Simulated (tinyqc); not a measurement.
Inside a calculation. Method: ROHF in the 6-31g basis, for H3, spin multiplicity 2. One step of it, computed by the program tinyqc.

Question. Iteration 1: building the Fock matrix. J_ij = sum D_kl (ij|kl) with D = D(alpha) + D(beta), K_ij = sum D_kl (ik|jl) for each spin; F = H + J - K(s); E = tr D H + tr D J / 2 - 0.5 sum_s tr D(s) K(s) + E_nn.

D(alpha) at the start, lower triangle:
```
          1H 1s     1H 2s      2H 1s      2H 2s     3H 1s     3H 2s
1H 1s  0.050625
1H 2s  0.065542  0.084853
2H 1s  0.032244  0.041890   0.430325
2H 2s  0.053439  0.069255   0.230790   0.150878
3H 1s  0.032525  0.041963  -0.388787  -0.162285  0.430113
3H 2s  0.053576  0.069293  -0.162231  -0.037723  0.230638  0.150784
```

D(beta) at the start, lower triangle:
```
          1H 1s     1H 2s     2H 1s     2H 2s     3H 1s     3H 2s
1H 1s  0.050625
1H 2s  0.065542  0.084853
2H 1s  0.032378  0.041918  0.020707
2H 2s  0.053503  0.069268  0.034219  0.056545
3H 1s  0.032391  0.041935  0.020716  0.034233  0.020724
3H 2s  0.053512  0.069279  0.034224  0.056554  0.034238  0.056563
```

core Hamiltonian H = T + V (hartree), lower triangle:
```
           1H 1s      1H 2s      2H 1s      2H 2s      3H 1s      3H 2s
1H 1s  -1.333240
1H 2s  -1.180247  -1.330040
2H 1s  -0.632175  -0.805134  -1.245004
2H 2s  -0.830247  -1.094542  -1.126178  -1.280886
3H 1s  -0.632334  -0.805231  -0.408706  -0.678146  -1.245067
3H 2s  -0.830328  -1.094607  -0.678130  -0.985860  -1.126216  -1.280917
```

Two-electron integrals (ij|kl) in chemists' order, unique and non-zero (hartree):
```
(11|11) 1.076566   (21|11) 0.578470   (21|21) 0.329423   (22|11) 0.587396
(22|21) 0.361304   (22|22) 0.453150   (31|11) 0.216493   (31|21) 0.125974
(31|22) 0.142179   (31|31) 0.065601   (32|11) 0.246413   (32|21) 0.153147
(32|22) 0.193746   (32|31) 0.086466   (32|32) 0.132145   (33|11) 0.527975
(33|21) 0.337313   (33|22) 0.445981   (33|31) 0.216493   (33|32) 0.358460
(33|33) 1.076566   (41|11) 0.358460   (41|21) 0.205360   (41|22) 0.227381
(41|31) 0.086466   (41|32) 0.108116   (41|33) 0.246413   (41|41) 0.132145
(42|11) 0.412555   (42|21) 0.256125   (42|22) 0.328028   (42|31) 0.115695
(42|32) 0.169069   (42|33) 0.412555   (42|41) 0.169069   (42|42) 0.260041
(43|11) 0.337313   (43|21) 0.214037   (43|22) 0.282961   (43|31) 0.125974
(43|32) 0.205360   (43|33) 0.578470   (43|41) 0.153147   (43|42) 0.256125
(43|43) 0.329423   (44|11) 0.445981   (44|21) 0.282961   (44|22) 0.381571
(44|31) 0.142179   (44|32) 0.227381   (44|33) 0.587396   (44|41) 0.193746
(44|42) 0.328028   (44|43) 0.361304   (44|44) 0.453150   (51|11) 0.216567
(51|21) 0.126016   (51|22) 0.142224   (51|31) 0.051008   (51|32) 0.063648
(51|33) 0.140450   (51|41) 0.080587   (51|42) 0.104416   (51|43) 0.089431
(51|44) 0.117858   (51|51) 0.065640   (52|11) 0.246458   (52|21) 0.153173
(52|22) 0.193775   (52|31) 0.063638   (52|32) 0.087534   (52|33) 0.198861
(52|41) 0.099151   (52|42) 0.146118   (52|43) 0.127269   (52|44) 0.172084
(52|51) 0.086502   (52|52) 0.132174   (53|11) 0.096935   (53|21) 0.060198
(53|22) 0.075218   (53|31) 0.031976   (53|32) 0.046490   (53|33) 0.117894
(53|41) 0.041923   (53|42) 0.063335   (53|43) 0.069889   (53|44) 0.081252
(53|51) 0.031984   (53|52) 0.046494   (53|53) 0.022408   (54|11) 0.191906
(54|21) 0.120274   (54|22) 0.154791   (54|31) 0.053705   (54|32) 0.076601
(54|33) 0.179116   (54|41) 0.079761   (54|42) 0.121802   (54|43) 0.113293
(54|44) 0.149003   (54|51) 0.068390   (54|52) 0.106648   (54|53) 0.040544
(54|54) 0.088826   (55|11) 0.528031   (55|21) 0.337344   (55|22) 0.446007
(55|31) 0.140419   (55|32) 0.198845   (55|33) 0.446990   (55|41) 0.220170
(55|42) 0.340500   (55|43) 0.290336   (55|44) 0.403777   (55|51) 0.216567
(55|52) 0.358501   (55|53) 0.117894   (55|54) 0.291094   (55|55) 1.076566
(61|11) 0.358501   (61|21) 0.205383   (61|22) 0.227406   (61|31) 0.080569
(61|32) 0.099145   (61|33) 0.220174   (61|41) 0.129207   (61|42) 0.163430
(61|43) 0.139200   (61|44) 0.182548   (61|51) 0.086502   (61|52) 0.108144
(61|53) 0.041926   (61|54) 0.085177   (61|55) 0.246458   (61|61) 0.132174
(62|11) 0.412590   (62|21) 0.256146   (62|22) 0.328053   (62|31) 0.104392
(62|32) 0.146108   (62|33) 0.340508   (62|41) 0.163426   (62|42) 0.243765
(62|43) 0.215877   (62|44) 0.290557   (62|51) 0.115737   (62|52) 0.169100
(62|53) 0.063338   (62|54) 0.136398   (62|55) 0.412590   (62|61) 0.169100
(62|62) 0.260075   (63|11) 0.191894   (63|21) 0.120267   (63|22) 0.154786
(63|31) 0.068369   (63|32) 0.106637   (63|33) 0.291094   (63|41) 0.085165
(63|42) 0.136389   (63|43) 0.167194   (63|44) 0.185880   (63|51) 0.053717
(63|52) 0.076608   (63|53) 0.040544   (63|54) 0.067811   (63|55) 0.179116
(63|61) 0.079765   (63|62) 0.121806   (63|63) 0.088826   (64|11) 0.327807
(64|21) 0.206049   (64|22) 0.271620   (64|31) 0.095294   (64|32) 0.143678
(64|33) 0.354227   (64|41) 0.137342   (64|42) 0.220181   (64|43) 0.220729
(64|44) 0.285107   (64|51) 0.095320   (64|52) 0.143692   (64|53) 0.060312
(64|54) 0.121539   (64|55) 0.354227   (64|61) 0.137355   (64|62) 0.220193
(64|63) 0.121539   (64|64) 0.204161   (65|11) 0.337344   (65|21) 0.214054
(65|22) 0.282976   (65|31) 0.089411   (65|32) 0.127259   (65|33) 0.290336
(65|41) 0.139196   (65|42) 0.215871   (65|43) 0.187278   (65|44) 0.258523
(65|51) 0.126016   (65|52) 0.205383   (65|53) 0.069889   (65|54) 0.167194
(65|55) 0.578470   (65|61) 0.153173   (65|62) 0.256146   (65|63) 0.113293
(65|64) 0.220729   (65|65) 0.329423   (66|11) 0.446007   (66|21) 0.282976
(66|22) 0.381586   (66|31) 0.117828   (66|32) 0.172068   (66|33) 0.403777
(66|41) 0.182538   (66|42) 0.290546   (66|43) 0.258523   (66|44) 0.356803
(66|51) 0.142224   (66|52) 0.227406   (66|53) 0.081252   (66|54) 0.185880
(66|55) 0.587396   (66|61) 0.193775   (66|62) 0.328053   (66|63) 0.149003
(66|64) 0.285107   (66|65) 0.361304   (66|66) 0.453150
```

nuclear repulsion = 1.52756947 hartree

Give: Coulomb J; exchange K(alpha); exchange K(beta); F(alpha); F(beta); total energy of this density.

Answer.

Coulomb J (hartree), lower triangle:
```
        1H 1s   1H 2s   2H 1s   2H 2s   3H 1s   3H 2s
1H 1s  1.7426
1H 2s  1.0704  1.3480
2H 1s  0.4939  0.7206  1.8250
2H 2s  0.7086  1.0703  1.0945  1.3453
3H 1s  0.4940  0.7207  0.2944  0.5953  1.8249
3H 2s  0.7087  1.0703  0.5954  0.9597  1.0945  1.3453
```

exchange K(alpha) (hartree), lower triangle:
```
        1H 1s   1H 2s   2H 1s   2H 2s   3H 1s   3H 2s
1H 1s  0.4155
1H 2s  0.4029  0.4675
2H 1s  0.2764  0.3667  0.7402
2H 2s  0.3440  0.4317  0.5106  0.4814
3H 1s  0.2766  0.3667  0.0447  0.2517  0.7399
3H 2s  0.3440  0.4317  0.2517  0.3715  0.5105  0.4814
```

exchange K(beta) (hartree), lower triangle:
```
        1H 1s   1H 2s   2H 1s   2H 2s   3H 1s   3H 2s
1H 1s  0.3984
1H 2s  0.3751  0.4098
2H 1s  0.2351  0.2753  0.2772
2H 2s  0.3133  0.3622  0.2872  0.3502
3H 1s  0.2351  0.2754  0.1752  0.2451  0.2773
3H 2s  0.3134  0.3622  0.2451  0.3278  0.2873  0.3503
```

F(alpha) (hartree), lower triangle:
```
         1H 1s    1H 2s    2H 1s    2H 2s    3H 1s    3H 2s
1H 1s  -0.0062
1H 2s  -0.5127  -0.4495
2H 1s  -0.4147  -0.4512  -0.1602
2H 2s  -0.4656  -0.4560  -0.5423  -0.4170
3H 1s  -0.4149  -0.4513  -0.1590  -0.3345  -0.1601
3H 2s  -0.4657  -0.4560  -0.3345  -0.3977  -0.5423  -0.4170
```

F(beta) (hartree), lower triangle:
```
         1H 1s    1H 2s    2H 1s    2H 2s    3H 1s    3H 2s
1H 1s   0.0110
1H 2s  -0.4850  -0.3918
2H 1s  -0.3734  -0.3598   0.3028
2H 2s  -0.4350  -0.3865  -0.3189  -0.2858
3H 1s  -0.3734  -0.3599  -0.2895  -0.3279   0.3025
3H 2s  -0.4350  -0.3865  -0.3279  -0.3539  -0.3190  -0.2859
```

total energy of this density = -1.333736 hartree
